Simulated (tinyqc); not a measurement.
# Worked calculation: frequency dispersion of an accumulation capacitance by border traps, distributed model

Numbers from tinyqc (`OMP_NUM_THREADS=1 python tinyqc.py 2202205 2202206 out.jsonl`; about 0.5 s on one thread of a shared Intel Xeon 2.30GHz). Printed values are rounded.

Traps spread evenly through the insulator exchange electrons with the semiconductor by tunnelling, with tau(x) = t0 exp(2 ka x) at depth x from the interface. The admittance per area Y seen at depth x obeys dY/dx = -Y^2/(i w eps0 eox) + q Nb ln(1 + i w tau)/tau, with Y(0) = i w Cs and w = 2 pi f; the gate sees Y(tox) = G + i w C. Working variable y = Y/(i w), in uF/cm^2. Cox = eps0 eox/tox.

Parameters, values chosen for the exercise; permittivity close to that of zirconium oxide:

| symbol | value | unit | meaning |
|---|---|---|---|
| eox | 22.9 |  | relative permittivity of the insulator |
| tox | 6.3 | nm | insulator thickness |
| Cs | 1.1 | uF/cm^2 | semiconductor capacitance in accumulation |
| Nb | 3.5e18 | cm^-3 eV^-1 | density of border traps |
| ka | 6.3 | 1/nm | decay constant of the wave function in the insulator |
| t0 | 3e-11 | s | time constant of a trap at the interface |
| f | 1e5 | Hz | frequency |
| xe | 1.3 | nm | depth down to which the steps are taken |

Constants: q = 1.602176634e-19 C, eps0 = 8.8541878128e-14 F/cm where lengths are in cm. Results are converted to the units shown.

## Scales and lumped estimate

Cox; trap-free value 1/(1/Cox + 1/Cs); response depth d = ln(1/(w t0))/(2 ka), where w tau = 1; lumped estimate: all traps within d act as C_bt = q Nb d placed at d/2, so C = 1/{1/[1/(1/Cs + d/(2 eps0 eox)) + C_bt] + (tox - d/2)/(eps0 eox)}.

Cox = 3.218427 uF/cm^2
trap-free C = 0.8198054 uF/cm^2
d = 0.8634144 nm
C_bt = 0.04841698 uF/cm^2
lumped C = 0.8476746 uF/cm^2

The traps within reach amount to 0.0440 Cs and lie in the first 13.7 % of the insulator.

## Midpoint steps through the active depth

In terms of y: dy/dx = -y^2/(eps0 eox) + s(x), s = q Nb ln(1 + z)/z, z = i w tau. 8 midpoint steps of h = xe/8: y_half = y + (h/2) y'(x, y), y(new) = y + h y'(x + h/2, y_half).

x, point 0 to 8 (nm): [0, 0.1625, 0.325, 0.4875, 0.65, 0.8125, 0.975, 1.137500, 1.3]
s, point 0 to 8 (uF/(cm^2 nm)): [0.05607618-0.00000053i, 0.05607618-0.00000410i, 0.05607616-0.00003173i, 0.05607474-0.00024586i, 0.05599012-0.00190073i, 0.05161601-0.01302952i, 0.01828752-0.01972733i, 0.00273048-0.00612733i, 0.00035869-0.00125943i]
y, point 0 to 8 (uF/cm^2): [1.100000+0.000000i, 1.099420+0.000000i, 1.098850-0.000002i, 1.098291-0.000016i, 1.097739-0.000127i, 1.097092-0.000969i, 1.093501-0.004498i, 1.085166-0.006345i, 1.075968-0.006691i]

## Capacitance and conductance at the gate

y at xe = 1.075968-0.006691i uF/cm^2

Beyond xe the traps are ignored, so 1/y(tox) = 1/y(xe) + (tox - xe)/(eps0 eox); C = Re y, G/w = -Im y, loss tangent G/(w C).

y at the gate = 0.8503518-0.0041792i uF/cm^2
C = 0.8503518 uF/cm^2
G/w = 0.004179201 uF/cm^2
loss tangent = 0.004914673

A fine integration over the whole insulator gives C = 0.85038 and G/w = 0.004203 uF/cm^2; the coarse G/w is 0.56 % below that. The fine C is 3.7 % above the trap-free value, and the lumped estimate is 0.32 % below the fine result.
